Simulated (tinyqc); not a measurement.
Small-signal admittance of a forward-biased p+-n diode: two steps of the calculation.

Holes injected into a neutral base of width wb with an ohmic contact at its end; low injection, p0 far above the equilibrium density. A small voltage v exp(i w t), w = 2 pi f, modulates the edge density by p0 v/Vt, and the small-signal density obeys Dp d2p/dx2 = (1/tau + i w) p.

Inputs (values chosen for the exercise); permittivity close to that of silicon: temperature T = 300 K; relative permittivity eps_r = 11.7; donor density of the base Nd = 2.4e15 cm^-3; hole diffusion coefficient Dp = 7.9 cm^2/s; hole lifetime tau = 3e-7 s; width of the neutral base wb = 18 um; excess hole density at the junction edge p0 = 9.4e13 cm^-3; acceptor density of the p+ side Na = 3e19 cm^-3; signal frequency f = 2.9e5 Hz.

Constants: q = 1.602176634e-19 C, kB = 1.380649e-23 J/K, Vt = kB T/q, eps0 = 8.8541878128e-14 F/cm where lengths are in cm. Results are converted to the units shown.

Problem 1. Closed-form admittance. L = sqrt(Dp tau); direct current J = (q Dp p0/L) coth(wb/L); k = sqrt(1 + i w tau)/L; diffusion admittance Y = (q Dp p0/Vt) k coth(k wb) = G + i w C_diff; junction capacitance C_j = sqrt(q eps0 eps_r Nd/(2 Vr)) in the depletion approximation, with the remaining barrier Vr = Vt ln(Na/p0), a rough value under forward bias; base-width modulation is left out.

Wanted: L; J; k wb; Y; C_diff; C_j.

Solution 1.

L = 15.39 um
J = 0.09379 A/cm^2
k wb = 1.209+0.309i
Y = 3.650+0.539i S/cm^2
C_diff = 0.2956 uF/cm^2
C_j = 0.02466 uF/cm^2

G is 1.01 times its low-frequency value J/Vt, and C_diff is 12.0 times C_j.

Problem 2. The same by finite differences. 8 equal intervals, h = wb/8; u = small-signal density over its edge value, u_0 = 1, u_8 = 0; u_(i-1) + b u_i + u_(i+1) = 0 with b = -2 - h^2 (1/tau + i w)/Dp; Y = (q Dp p0/(Vt h)) (-b/2 - u_1), which includes the half box at the edge.

Find: b; u; Y on the mesh.

Solution 2.

b = -2.021-0.012i
u, node 1 to 7: 0.8317-0.0208i  0.6815-0.0324i  0.5461-0.0367i  0.4229-0.0355i  0.3091-0.0300i  0.2023-0.0216i  0.1000-0.0113i
Y on the mesh = 3.660+0.546i S/cm^2

Computed by the program tinyqc: `OMP_NUM_THREADS=1 python tinyqc.py 2890113 2890114 out.jsonl`, one thread of a shared Intel Xeon 2.30GHz, about 0.01 s for the whole run.
